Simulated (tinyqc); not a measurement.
Anisotropic wet etching of Si(100): plane rates, V-grooves, membranes and undercut: one step, computed by the program tinyqc. Command: `OMP_NUM_THREADS=1 python tinyqc.py 3030012 3030013 out.jsonl wetetch walk`. One thread of a shared host (Intel(R) Xeon(R) Processor @ 2.30GHz), about 0.01 s of CPU time with the checks.

A long slot opens the mask on a (100) wafer. The floor etches at R100; (111) walls stand at theta = arctan(sqrt2) = 54.7356 degrees to the surface and recede at R111 along their normal.

Problem. Designing a membrane from the back side. Etch depth d - membrane, time = depth/R100; for a membrane as wide as w the opening must be w + sqrt2 depth - 2 u time; oxide mask consumed R_ox x time; a 1 K error changes the depth by the fraction E/(k_B T^2); a convex mask corner, such as that of a mesa, would retreat by c x depth.

Inputs (values chosen for the exercise, close to those used for potassium hydroxide solutions): activation energy of (100), E = 0.589 eV; corner undercut rate over (100) rate, c = 3.1; bath temperature T = 55 C; width w (mask opening along <110>, or membrane width in the design step) = 410 um; wafer thickness d = 525 um; membrane thickness wanted = 8.4 um.

R100 = 0.3148585 um/min

lateral rate u = 0.009440830 um/min

R_ox = 6.924640e-04 um/min

Constants: k_B = 8.617333262e-05 eV/K.

Give: time to reach the membrane; opening needed; oxide consumed; depth error per kelvin; retreat of a convex corner.

Solution.

time to reach the membrane = 1640.7 min

opening needed = 1109.6 um

oxide consumed = 1136.2 nm

depth error per kelvin = 32.791 um

retreat of a convex corner = 1601.46 um

The error per kelvin is 390 % of the membrane, so a timed etch cannot hold it and an etch stop is needed. The oxide loss calls for a nitride mask. A corner retreat larger than the depth shows why mesas need compensation structures. Caution: rates also depend on concentration, doping, additives and stirring, all held fixed here.
